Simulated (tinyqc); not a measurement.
Changing the disorder parameter Gamma: estimate of lattice thermal conductivity from elastic moduli (Slack, Klemens and Cahill formulas). Computed by tinyqc, a small Python program. Command: `OMP_NUM_THREADS=1 python tinyqc.py 3020819 3020820 out.jsonl slack sweep`. One thread of a shared host (Intel(R) Xeon(R) Processor @ 2.30GHz), about 0.01 s of CPU time with the checks.

An isotropic solid.

Inputs (values chosen for the exercise, for a model crystal):

| quantity | value | unit |
|---|---|---|
| bulk modulus B | 94.4 | GPa |
| shear modulus G | 34.1 | GPa |
| volume per atom V | 21 | angstrom^3 |
| mean atomic mass M | 93 | u |
| atoms per primitive cell n | 2 | - |
| temperature T | 400 | K |
| grain size d | 28 | nm |

Grueneisen parameter: from the Poisson ratio.

Constants: u = 1.6605390666e-27 kg; hbar = 1.054571817e-34 J s; k_B = 1.380649e-23 J/K; h = 6.62607015e-34 J s.

Method:
- rho = M/V; vL = sqrt((B + 4G/3)/rho), vT = sqrt(G/rho); v_m = [(vL^-3 + 2 vT^-3)/3]^(-1/3); Poisson ratio sigma = (3B - 2G)/(6B + 2G); Theta = hbar v_m (6 pi^2/V)^(1/3)/k_B.
- Empirical rule gamma = (3/2) (1 + sigma)/(2 - 3 sigma).
- Slack, an estimate for T near or above Theta_a: kappa = A M Theta_a^3 delta n^(1/3)/(gamma^2 T) in W/(m K), with M in u, delta = V^(1/3) in angstrom, Theta_a = Theta n^(-1/3) and A = 2.43e-6/(1 - 0.514/gamma + 0.228/gamma^2).
- High-temperature forms with the classical heat capacity. Klemens: kappa/kappa_0 = arctan(u)/u, u^2 = pi^2 Theta V Gamma kappa_0/(h v_m^2). Grains: 1/kappa_poly = 1/kappa + 1/(C v_m d/3), C = 3 k_B/(n V), the acoustic branches alone.
- Cahill minimum: kappa_min = (pi/6)^(1/3) k_B V^(-2/3) sum over L, T, T of v (T/Theta_i)^2 int_0^(Theta_i/T) x^3 e^x/(e^x - 1)^2 dx, Theta_i = Theta v_i/v_m (64 Gauss-Legendre points).
- Its high-temperature limit is (1/2) (pi/6)^(1/3) k_B V^(-2/3) (vL + 2 vT).

One run for each value:

| disorder parameter Gamma | kappa with point defects (W/(m K)) | disorder scale u | kappa of the polycrystal (W/(m K)) | kappa_poly/kappa_min |
|---|---|---|---|---|
| 1.00e-05 | 5.2073 | 0.0270 | 4.2197 | 6.8989 |
| 4.00e-05 | 5.2035 | 0.0539 | 4.2173 | 6.8948 |
| 6.00e-04 | 5.1347 | 0.2089 | 4.1720 | 6.8207 |
| 2.00e-03 | 4.9760 | 0.3814 | 4.0666 | 6.6484 |
| 9.00e-03 | 4.3793 | 0.8090 | 3.6591 | 5.9823 |
| 3.00e-02 | 3.4404 | 1.4771 | 2.9797 | 4.8715 |
| 1.00e-01 | 2.3480 | 2.6968 | 2.1239 | 3.4723 |
| 5.00e-01 | 1.2148 | 6.0302 | 1.1519 | 1.8833 |

Give the missing row, disorder parameter Gamma = 1.00e-04.

Computed row; columns: (1) disorder parameter Gamma; (2) kappa with point defects (W/(m K)); (3) disorder scale u; (4) kappa of the polycrystal (W/(m K)); (5) kappa_poly/kappa_min:
```
(1)          (2)     (3)     (4)     (5)
1.00e-04  5.1960  0.0853  4.2123  6.8867
```

Interpolating between the two neighbouring rows (the first column on a logarithmic scale, the others too where they are positive) misses most in kappa with point defects (W/(m K)), by 0.31 %. Over the rows, kappa with point defects (W/(m K)) falls from 5.21 to 1.21 (exponent d ln y / d ln x -5.2e-4 between the first rows and -0.41 between the last); disorder scale u rises from 0.0270 to 6.03 (exponent d ln y / d ln x about 0.50 throughout); kappa of the polycrystal (W/(m K)) falls from 4.22 to 1.15 (exponent d ln y / d ln x -4.2e-4 between the first rows and -0.38 between the last). At the low end the exponent of kappa with point defects is 0.00, close to 0: weak disorder. The change from weak to strong disorder sits at u = 1, between Gamma = 0.009 and 0.03.
